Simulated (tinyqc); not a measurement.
Inside a calculation. Method: Hubbard ring of 4 sites. One step of it, computed by the program tinyqc.

Question. The many-body Hamiltonian. Basis: all placements (u, d, 2, 0 on each site), up operators ordered before down ones; hops carry the sign of the same-spin electrons passed.

one-body matrix (hopping and site energies) (eV), lower triangle:
```
           1          2          3         4
1   0.000000
2  -1.220000   0.000000
3   0.000000  -1.220000   0.000000
4  -1.220000   0.000000  -1.220000  0.000000
```

U = 6.600000 eV

electrons, up and down: 1  1

Give: H.

Answer.

H (eV), lower triangle:
```
        2000    ud00    u0d0    u00d    du00    0200    0ud0    0u0d
2000   6.600
ud00  -1.220   0.000
u0d0   0.000  -1.220   0.000
u00d  -1.220   0.000  -1.220   0.000
du00  -1.220   0.000   0.000   0.000   0.000
0200   0.000  -1.220   0.000   0.000  -1.220   6.600
0ud0   0.000   0.000  -1.220   0.000   0.000  -1.220   0.000
0u0d   0.000   0.000   0.000  -1.220  -1.220   0.000  -1.220   0.000
d0u0   0.000   0.000   0.000   0.000  -1.220   0.000   0.000   0.000
0du0   0.000   0.000   0.000   0.000   0.000  -1.220   0.000   0.000
0020   0.000   0.000   0.000   0.000   0.000   0.000  -1.220   0.000
00ud   0.000   0.000   0.000   0.000   0.000   0.000   0.000  -1.220
d00u  -1.220   0.000   0.000   0.000   0.000   0.000   0.000   0.000
0d0u   0.000  -1.220   0.000   0.000   0.000   0.000   0.000   0.000
00du   0.000   0.000  -1.220   0.000   0.000   0.000   0.000   0.000
0002   0.000   0.000   0.000  -1.220   0.000   0.000   0.000   0.000

        d0u0    0du0    0020    00ud    d00u    0d0u    00du   0002
d0u0   0.000
0du0  -1.220   0.000
0020   0.000  -1.220   6.600
00ud  -1.220   0.000  -1.220   0.000
d00u  -1.220   0.000   0.000   0.000   0.000
0d0u   0.000  -1.220   0.000   0.000  -1.220   0.000
00du   0.000   0.000  -1.220   0.000   0.000  -1.220   0.000
0002   0.000   0.000   0.000  -1.220  -1.220   0.000  -1.220  6.600
```
